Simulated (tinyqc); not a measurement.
## Insulator thickness and V0 from two charges

Inverse problem. In an undoped wire Vg - V0 = Q/Cox + Vt ln(Q/Q0) + Vt ln(1 + Q/Q0) at the source, with Q0 = 4 eps0 eps_r Vt/R and Cox = eps0 eox/(R ln(1 + tox/R)). Find Cox, tox and V0.

Parameters, values chosen for the exercise; material values close to those of silicon:
- T = 273 K (temperature)
- eps_r = 11.5 (relative permittivity of the semiconductor)
- eox = 7.49 (relative permittivity of the gate insulator)
- R = 4 nm (wire radius)

Constants: q = 1.602176634e-19 C, kB = 1.380649e-23 J/K, Vt = kB T/q, eps0 = 8.8541878128e-14 F/cm where lengths are in cm. Results are converted to the units shown.

Qs at Vg = 0.72 and 1.12 V (nC/cm^2): 495.58511  1192.6005

Answer. The two equations are linear in 1/Cox and V0; tox follows by inverting the logarithm.

Cox = 1.917 uF/cm^2
tox = 5.500 nm
V0 = 0.4180 V

tinyqc, about 0.03 s, one thread, Intel Xeon 2.30GHz (shared host): `OMP_NUM_THREADS=1 python tinyqc.py 2460158 2460159 out.jsonl`
